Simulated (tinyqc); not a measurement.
Capacitance measurement on a leaky thin oxide: effects of series resistance and leakage: one step of the calculation.

The device is a capacitance C in parallel with a leakage conductance G, in series with Rs and Ls. An impedance meter reports either a parallel pair (Cp, Gp) from Y = 1/Z = Gp + i w Cp or a series pair (Cs, Rm) from Z = Rm + 1/(i w Cs); w = 2 pi f, dissipation D = Gp/(w |Cp|).

Question. True capacitance and conductance. EOT = 3.9 tox/eox; CET = EOT + zc + zp; C = 3.9 eps0 A/CET; G = Jg A/Vs.

Parameters, values chosen for the exercise; values of the order met in thin-oxide MOS capacitors:
- eox = 8.95 (relative permittivity of the gate insulator (close to aluminium oxide))
- tox = 3 nm (insulator thickness)
- A = 10000 um^2 (gate area)
- zc = 0.49 nm (oxide-equivalent thickness added by the accumulation layer)
- zp = 0 nm (oxide-equivalent thickness added by gate depletion)
- Jg = 0.26 A/cm^2 (gate leakage current density, not matched to the thickness)
- Vs = 0.36 V (voltage for an e-fold rise of the leakage)

Constants: eps0 = 8.8541878128e-14 F/cm where lengths are in cm. Results are converted to the units shown.

Wanted: EOT; CET; C; G.

Answer.

EOT = 1.307 nm
CET = 1.797 nm
C = 192.1 pF
G = 72.22 uS

Computed by the program tinyqc: `OMP_NUM_THREADS=1 python tinyqc.py 2022184 2022185 out.jsonl`, one thread of a shared Intel Xeon 2.30GHz, about 0.01 s for the whole run.
